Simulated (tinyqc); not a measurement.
Resistance of a tapered via with liner, size effect and interface: one step of the calculation.

A round via whose diameter grows from db at the bottom as D(z) = db + 2 z/tan(ang). The fill, of diameter D - 2 tl, starts above the bottom liner (thickness fb tl) and has rho = rho0 (1 + ks lam/(D - 2 tl)); the sidewall liner conducts in parallel with it. The bottom liner and the interface are crossed over the full area pi db^2/4. Spreading in the lines above and below is left out.

Question. Slices of the via. Slices between z0 = fb tl and hv, evaluated at their midpoints: conductance per length pi/4 [(D - 2 tl)^2/rho + (D^2 - (D - 2 tl)^2)/rl], slice resistance = slice height over that. 7 slices.

Inputs (values chosen for the exercise); fill metal close to tungsten: diameter at the bottom db = 9.4 nm; height hv = 19 nm; sidewall angle ang = 89 degrees; bulk resistivity of the fill rho0 = 5.24 uohm cm; mean free path of the fill lam = 15 nm; size-effect factor ks = 1.4; liner on the sidewall tl = 1.9 nm; liner at the bottom over that on the sidewall fb = 0.5; resistivity of the liner rl = 170 uohm cm.

Wanted: z; D; rho; slice resistance.

Answer.

z, slice 0 to 6 (nm): [2.2393, 4.8179, 7.3964, 9.9750, 12.554, 15.132, 17.711]
D, slice 0 to 6 (nm): [9.4782, 9.5682, 9.6582, 9.7482, 9.8382, 9.9283, 10.018]
rho, slice 0 to 6 (uohm cm): [24.619, 24.317, 24.024, 23.740, 23.464, 23.196, 22.936]
slice resistance, slice 0 to 6 (ohm): [19.917, 19.188, 18.493, 17.831, 17.200, 16.599, 16.025]

tinyqc, about 0.01 s, one thread, Intel Xeon 2.30GHz (shared host): `OMP_NUM_THREADS=1 python tinyqc.py 2750043 2750044 out.jsonl`
